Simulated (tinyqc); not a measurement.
Hubbard chain of 4 sites, step by step. Computed by tinyqc, a small Python program that keeps every step. Settings: hopping = 1.45, U = 7.8, mixing = 0.2, iteration cap = 85. Command: `OMP_NUM_THREADS=1 python tinyqc.py 29507 29508 out.jsonl` (the two numbers bound the seeds that draw the settings). One thread of a shared host (Intel(R) Xeon(R) Processor @ 2.60GHz), about 0.2 s of CPU time with the checks. Later iterations appear only in the table of the cycle.

## Mean-field iteration 1

one-body matrix (hopping and site energies) (eV), lower triangle:
```
           1          2          3         4
1   0.000000
2  -1.450000   0.000000
3   0.000000  -1.450000   0.000000
4   0.000000   0.000000  -1.450000  0.000000
```

U = 7.800000 eV

electrons, up and down: 1  1

mixing = 0.200000

n(up) at the start (a guess, not normalised): 1 0.250000, 2 0.250000, 3 0.250000, 4 0.250000

n(down) at the start (a guess): 1 0.250000, 2 0.250000, 3 0.250000, 4 0.250000

H(up) = T + U n(down), H(down) = T + U n(up); fill the lowest levels; n(new) = n + mixing (n(out) - n); E = tr T (rho up + rho down) + U sum n_up n_down of the output.

levels, up (eV): -0.396149  1.053851  2.846149  4.296149

levels, down (eV): -0.396149  1.053851  2.846149  4.296149

energy = -2.352299 eV

n(up) after iteration 1: 1 0.227639, 2 0.272361, 3 0.272361, 4 0.227639

n(down) after iteration 1: 1 0.227639, 2 0.272361, 3 0.272361, 4 0.227639

## Mean-field iteration 2

As before.

levels, up (eV): -0.326014  0.968705  2.776014  4.381295

levels, down (eV): -0.326014  0.968705  2.776014  4.381295

energy = -2.480129 eV

n(up) after iteration 2: 1 0.214362, 2 0.285638, 3 0.285638, 4 0.214362

n(down) after iteration 2: 1 0.214362, 2 0.285638, 3 0.285638, 4 0.214362

## Convergence

Each step fills the lowest levels of T + U n(other spin) and sets n(new) = n + mixing (n(out) - n); stop when output and input agree to 1e-8.

Course of the cycle:
```
iteration       E (eV)  largest |n(out) - n(in)|  mean |n_up - n_down|
1          -2.35229857                  1.12e-01              0.000000
2          -2.48012916                  6.64e-02              0.000000
3          -2.52922486                  3.80e-02              0.000000
4          -2.54601459                  2.13e-02              0.000000
5          -2.55141667                  1.19e-02              0.000000
6          -2.55310130                  6.55e-03              0.000000
7          -2.55361822                  3.61e-03              0.000000
8          -2.55377549                  1.98e-03              0.000000
9          -2.55382311                  1.09e-03              0.000000
10         -2.55383750                  5.98e-04              0.000000
11         -2.55384184                  3.28e-04              0.000000
...                ...                       ...                   ...
19         -2.55384372                  2.70e-06              0.000000
20         -2.55384372                  1.48e-06              0.000000
21         -2.55384372                  8.14e-07              0.000000
22         -2.55384372                  4.47e-07              0.000000
23         -2.55384372                  2.45e-07              0.000000
24         -2.55384372                  1.35e-07              0.000000
25         -2.55384372                  7.39e-08              0.000000
26         -2.55384372                  4.06e-08              0.000000
27         -2.55384372                  2.23e-08              0.000000
28         -2.55384372                  1.22e-08              0.000000
29         -2.55384372                  6.70e-09              0.000000
```

local moments n_up - n_down: 1 0.000000, 2 0.000000, 3 0.000000, 4 0.000000

Converged in 29 iterations. But random starts reach -3.32339 eV, so this is another stationary point, not the lowest one. Reruns (cap 100 unless said): mixing 0.5: converged in 9 to a higher stationary point (E = -2.55384); mixing 0.9: not converged. Before convergence this energy mixes input and output and is not variational, so it may rise towards its limit.

## The many-body Hamiltonian

Basis: all placements (u, d, 2, 0 on each site), up operators ordered before down ones; hops carry the sign of the same-spin electrons passed.

H (eV), lower triangle:
```
           2000       ud00       u0d0       u00d       du00       0200       0ud0       0u0d
2000   7.800000
ud00  -1.450000   0.000000
u0d0   0.000000  -1.450000   0.000000
u00d   0.000000   0.000000  -1.450000   0.000000
du00  -1.450000   0.000000   0.000000   0.000000   0.000000
0200   0.000000  -1.450000   0.000000   0.000000  -1.450000   7.800000
0ud0   0.000000   0.000000  -1.450000   0.000000   0.000000  -1.450000   0.000000
0u0d   0.000000   0.000000   0.000000  -1.450000   0.000000   0.000000  -1.450000   0.000000
d0u0   0.000000   0.000000   0.000000   0.000000  -1.450000   0.000000   0.000000   0.000000
0du0   0.000000   0.000000   0.000000   0.000000   0.000000  -1.450000   0.000000   0.000000
0020   0.000000   0.000000   0.000000   0.000000   0.000000   0.000000  -1.450000   0.000000
00ud   0.000000   0.000000   0.000000   0.000000   0.000000   0.000000   0.000000  -1.450000
d00u   0.000000   0.000000   0.000000   0.000000   0.000000   0.000000   0.000000   0.000000
0d0u   0.000000   0.000000   0.000000   0.000000   0.000000   0.000000   0.000000   0.000000
00du   0.000000   0.000000   0.000000   0.000000   0.000000   0.000000   0.000000   0.000000
0002   0.000000   0.000000   0.000000   0.000000   0.000000   0.000000   0.000000   0.000000

           d0u0       0du0       0020       00ud       d00u       0d0u       00du      0002
d0u0   0.000000
0du0  -1.450000   0.000000
0020   0.000000  -1.450000   7.800000
00ud   0.000000   0.000000  -1.450000   0.000000
d00u  -1.450000   0.000000   0.000000   0.000000   0.000000
0d0u   0.000000  -1.450000   0.000000   0.000000  -1.450000   0.000000
00du   0.000000   0.000000  -1.450000   0.000000   0.000000  -1.450000   0.000000
0002   0.000000   0.000000   0.000000  -1.450000   0.000000   0.000000  -1.450000  7.800000
```

## Exact diagonalisation (16 states)

Lowest levels of the sector, and the double occupancy of the lowest state.

lowest levels (eV): -3.694903  -3.242299  -1.944382  -1.450000  -0.675598  -0.286992

double occupancy per site = 0.011343

The mean-field solution above lies 1.1411 eV above the exact energy.

## The lowest level by Lanczos steps

From a random start vector (not printed): a_j = <q_j|H|q_j>, b_j = norm of the remainder after orthogonalising; the Ritz value is the lowest eigenvalue of the tridiagonal matrix of a and b so far.

Lanczos:
```
j    a_j (eV)  b_j (eV)  lowest Ritz value (eV)
1    1.036243  4.256330              1.03624319
2    4.121983  3.855385             -1.94822577
3    0.601214  1.853734             -3.49855278
4    6.024186  4.016142             -3.61814297
5    1.346016  1.726614             -3.68025053
6    3.055865  4.192491             -3.68947519
7    5.249267  1.819492             -3.69407132
8    2.408550  1.709929             -3.69452952
9   -0.699837  3.897988             -3.69462730
10   5.573208  2.065035             -3.69482068
```
